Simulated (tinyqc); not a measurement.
Single-band model of a thermoelectric material: one step, computed by the program tinyqc. Command: `OMP_NUM_THREADS=1 python tinyqc.py 3003275 3003276 out.jsonl thermo walk`. One thread of a shared host (Intel(R) Xeon(R) Processor @ 2.30GHz), about 0.01 s of CPU time with the checks.

One spherical band, one scattering law, no minority carriers and no phonon drag. In a real material minority carriers limit |S| to about E_g/(2 e T), so larger values are formal. eta = E_F/(k_B T) is counted from the band edge; f = 1/(1 + exp(x - eta)).

Question. Fermi level. With x = E/(k_B T), a = alpha k_B T (0 for a parabolic band), G = x (1 + a x), D = 1 + 2 a x and <y> = int y f (1 - f) dx, f = 1/(1 + exp(x - eta)): tau = tau_0 G^r/D; transport function s = G^(3/2 + r)/D^2; n = N_0 <G^(3/2)> with N_0 = (2 m k_B T)^(3/2)/(3 pi^2 hbar^3). Integrals over x = E/(k_B T) use 160 Gauss-Legendre points in u = sqrt(x) from 0 to sqrt(max(eta, 0) + 32). Solve for eta.

Inputs (values chosen for the exercise, for a model material): density-of-states mass m = 1.1 m_0; carrier density n = 1.6e+19 1/cm^3; temperature T = 290 K.

Band: parabolic. Scattering: polar optical (high temperature), r = 0.5.

Constants: m_0 = 9.1093837015e-31 kg; k_B = 1.380649e-23 J/K; hbar = 1.054571817e-34 J s; k_B = 8.617333262e-05 eV/K.

Give: N_0; reduced Fermi level eta.

Answer.

N_0 = 2.0699e+19 1/cm^3

reduced Fermi level eta = -0.33821
